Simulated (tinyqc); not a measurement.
Sheet resistance and Hall data of a diffused or implanted layer: one step, computed by the program tinyqc. Command: `OMP_NUM_THREADS=1 python tinyqc.py 3023082 3023083 out.jsonl layer walk`. One thread of a shared host (Intel(R) Xeon(R) Processor @ 2.30GHz), about 0.03 s of CPU time with the checks.

Carriers are taken equal to the net active doping down to the junction (full ionisation, which deep dopants in wide-gap hosts do not reach; no spill-over, no depletion), and the Hall factor is 1.

Question. Profile. N(x) = N_0 exp(-(x - R_p)^2/(2 l^2)) for x > 0, dose N_0 l sqrt(pi/2) erfc(-R_p/(l sqrt 2)), junction x_j = R_p + l sqrt(2 ln(N_0/N_B)); the layer starts at x_0 = max(0, 2 R_p - x_j). Mobility mu = mu_min + (mu_max - mu_min)/(1 + (N_t/N_ref)^alpha), N_t = active doping + N_B; carriers n = active doping - N_B, active doping min(N, N_s). sigma = e n mu.

Inputs (values chosen for the exercise, modelled on nitrogen in 4H-SiC):

| quantity | value | unit |
|---|---|---|
| mu_min | 40.3 | cm^2/(V s) |
| mu_max | 974 | cm^2/(V s) |
| N_ref | 2e+17 | 1/cm^3 |
| exponent alpha | 0.63 | - |
| peak concentration N_0 | 4.4e+20 | 1/cm^3 |
| length scale l | 430 | nm |
| background doping N_B (opposite type) | 1.7e+17 | 1/cm^3 |
| projected range R_p | 870 | nm |
| solubility limit N_s | 7.9e+19 | 1/cm^3 |

Profile: buried Gaussian (implant). Activation: limited by solubility.

Constants: e = 1.602176634e-19 C.

Give: Depth, doping, carriers, mobility and conductivity at 2, 10, 20, 35, 50, 65, 80, 90 and 98 % of the layer.

Answer.

Depth, doping, carriers, mobility and conductivity at 2, 10, 20, 35, 50, 65, 80, 90 and 98 % of the layer:

| x (nm) | N (1/cm^3) | n (1/cm^3) | mu (cm^2/(V s)) | sigma (S/cm) |
|---|---|---|---|---|
| 51 | 7.189e+19 | 7.172e+19 | 62.6 | 719.7 |
| 257 | 1.595e+20 | 7.883e+19 | 61.4 | 775.2 |
| 515 | 3.129e+20 | 7.883e+19 | 61.4 | 775.2 |
| 901 | 4.388e+20 | 7.883e+19 | 61.4 | 775.2 |
| 1287 | 2.747e+20 | 7.883e+19 | 61.4 | 775.2 |
| 1674 | 7.675e+19 | 7.658e+19 | 61.8 | 757.7 |
| 2060 | 9.571e+18 | 9.401e+18 | 114.6 | 172.6 |
| 2317 | 1.526e+18 | 1.356e+18 | 233.0 | 50.6 |
| 2523 | 2.713e+17 | 1.013e+17 | 393.1 | 6.4 |

The mobility varies by a factor 6.4 across these points and the conductivity by 121.
